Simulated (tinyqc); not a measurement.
Plane-wave Kohn-Sham cycle with exchange-only LDA in a layered model solid, step by step. Computed by tinyqc, a small Python program that keeps every step. Settings: points = 16, plane-wave index or count = 2, electrons = 2, k points = 3, area = 16.0, mixing = 0.8, iteration cap = 60. Command: `OMP_NUM_THREADS=1 python tinyqc.py 31128 31129 out.jsonl` (the two numbers bound the seeds that draw the settings). One thread of a shared host (Intel(R) Xeon(R) Processor @ 2.60GHz), about 0.01 s of CPU time with the checks. Later iterations appear only in the table of the cycle.

## Iteration 1: potential

A solid whose potential varies along x alone (atomic units):
```
parameter                      value
period a                    9.100000
cross-section of the cell  16.000000
electrons per cell                 2
grid points                       16
plane waves -n..n, n               2
k points                           3
V1 in V1 cos(2 pi x/a)     -0.720000
```

density at the start, on the grid x_j = j a/N (e/bohr^3): 0.01373626  0.01373626  0.01373626  0.01373626  0.01373626  0.01373626  0.01373626  0.01373626  0.01373626  0.01373626  0.01373626  0.01373626  0.01373626  0.01373626  0.01373626  0.01373626

V_H(G) = 4 pi rho(G)/G^2 for G != 0 (uniform background); v_x = -(3 rho/pi)^(1/3); V = V_ext + V_H + v_x; Fourier components f(G_m) = (1/N) sum_j f(x_j) exp(-i G_m x_j).

Potentials on the grid (hartree):
```
x             V_ext       V_H        v_x          V
0.000000  -0.720000  0.000000  -0.235838  -0.955838
0.568750  -0.665193  0.000000  -0.235838  -0.901031
1.137500  -0.509117  0.000000  -0.235838  -0.744955
1.706250  -0.275532  0.000000  -0.235838  -0.511370
2.275000          0  0.000000  -0.235838  -0.235838
2.843750   0.275532  0.000000  -0.235838   0.039694
3.412500   0.509117  0.000000  -0.235838   0.273279
3.981250   0.665193  0.000000  -0.235838   0.429356
4.550000   0.720000  0.000000  -0.235838   0.484162
5.118750   0.665193  0.000000  -0.235838   0.429356
5.687500   0.509117  0.000000  -0.235838   0.273279
6.256250   0.275532  0.000000  -0.235838   0.039694
6.825000          0  0.000000  -0.235838  -0.235838
7.393750  -0.275532  0.000000  -0.235838  -0.511370
7.962500  -0.509117  0.000000  -0.235838  -0.744955
8.531250  -0.665193  0.000000  -0.235838  -0.901031
```

V(G_m), m = 0, 1, 2, ... (hartree): -0.235838  -0.360000  0.000000  0.000000  0.000000

## Iteration 1: Hamiltonian at one k

k = 0.000000 2 pi / a

H(m,m') = (k + G_m)^2/2 delta + V(G_m - G_m'), with V(-G) = V(G).

H (hartree):
```
           -2         -1         +0         +1         +2
-2   0.717632  -0.360000   0.000000   0.000000   0.000000
-1  -0.360000   0.002530  -0.360000   0.000000   0.000000
+0   0.000000  -0.360000  -0.235838  -0.360000   0.000000
+1   0.000000   0.000000  -0.360000   0.002530  -0.360000
+2   0.000000   0.000000   0.000000  -0.360000   0.717632
```

## Iteration 1: levels at that k

Diagonalise the Hermitian matrix.

eigenvalues (hartree): -0.677391  -0.147307  0.253312  0.867469  0.908403

## Iteration 1: new density

Motion across x is left out: the lowest 1 band(s) hold two electrons at each of the k points (j + 1/2)/nk - 1/2. Residual R = rho(out) - rho(in); rho(new) = rho(in) + 0.8 R. rho(out) = 2/(a A nk) sum |psi|^2 with psi = sum c exp(i G x). Harris energy E = band energy - dV sum rho (V_H/2 + v_x) + (3/4) dV sum rho v_x with rho(in), dV = a A/N, band energy = (2/nk) sum of the filled levels.

rho(out) (e/bohr^3): 0.04898278  0.04215719  0.02662762  0.01199931  0.00368851  0.00074753  0.00011516  0.00004102  0.00004477  0.00004102  0.00011516  0.00074753  0.00368851  0.01199931  0.02662762  0.04215719

density after iteration 1 (e/bohr^3): 0.04193347  0.03647301  0.02404935  0.01234670  0.00569806  0.00334527  0.00283938  0.00278007  0.00278307  0.00278007  0.00283938  0.00334527  0.00569806  0.01234670  0.02404935  0.03647301

energy per cell = -1.23498569 hartree

## Iteration 2: potential

As before.

Potentials on the grid (hartree):
```
x             V_ext        V_H        v_x          V
0.000000  -0.720000   0.517736  -0.342119  -0.544383
0.568750  -0.665193   0.462354  -0.326574  -0.529413
1.137500  -0.509117   0.316978  -0.284244  -0.476383
1.706250  -0.275532   0.129364  -0.227601  -0.373769
2.275000          0  -0.054413  -0.175887  -0.230300
2.843750   0.275532  -0.206995  -0.147277  -0.078740
3.412500   0.509117  -0.317940  -0.139444   0.051734
3.981250   0.665193  -0.384722  -0.138466   0.142005
4.550000   0.720000  -0.406986  -0.138515   0.174498
5.118750   0.665193  -0.384722  -0.138466   0.142005
5.687500   0.509117  -0.317940  -0.139444   0.051734
6.256250   0.275532  -0.206995  -0.147277  -0.078740
6.825000          0  -0.054413  -0.175887  -0.230300
7.393750  -0.275532   0.129364  -0.227601  -0.373769
7.962500  -0.509117   0.316978  -0.284244  -0.476383
8.531250  -0.665193   0.462354  -0.326574  -0.529413
```

V(G_m), m = 0, 1, 2, ... (hartree): -0.209976  -0.183261  0.011424  0.003703  0.001176

## Iteration 2: Hamiltonian at one k

k = 0.000000 2 pi / a

As before.

H (hartree):
```
           -2         -1         +0         +1         +2
-2   0.743494  -0.183261   0.011424   0.003703   0.001176
-1  -0.183261   0.028391  -0.183261   0.011424   0.003703
+0   0.011424  -0.183261  -0.209976  -0.183261   0.011424
+1   0.003703   0.011424  -0.183261   0.028391  -0.183261
+2   0.001176   0.003703   0.011424  -0.183261   0.743494
```

## Iteration 2: levels at that k

As before.

eigenvalues (hartree): -0.378979  -0.028388  0.159446  0.787673  0.794042

## Iteration 2: new density

As before.

rho(out) (e/bohr^3): 0.04070765  0.03654521  0.02641286  0.01533637  0.00716543  0.00274081  0.00091431  0.00032266  0.00019726  0.00032266  0.00091431  0.00274081  0.00716543  0.01533637  0.02641286  0.03654521

density after iteration 2 (e/bohr^3): 0.04095281  0.03653077  0.02594016  0.01473844  0.00687196  0.00286171  0.00129933  0.00081414  0.00071442  0.00081414  0.00129933  0.00286171  0.00687196  0.01473844  0.02594016  0.03653077

energy per cell = -0.91686288 hartree

## Convergence

Stop when sqrt(dV sum R^2) is below 1e-8, dV = a A/N.

Course of the cycle:
```
iteration  E (hartree)  norm of the residual
1          -1.23498569              2.06e-01
2          -0.91686288              2.37e-02
3          -0.91648437              7.24e-03
4          -0.91659163              1.39e-03
5          -0.91659939              3.02e-04
6          -0.91659983              6.75e-05
7          -0.91659985              1.52e-05
8          -0.91659985              3.45e-06
9          -0.91659985              7.79e-07
10         -0.91659985              1.76e-07
11         -0.91659985              3.97e-08
12         -0.91659985              8.95e-09
```

Converged in 12 iterations. Before convergence this energy mixes input and output and is not variational, so it may rise towards its limit.
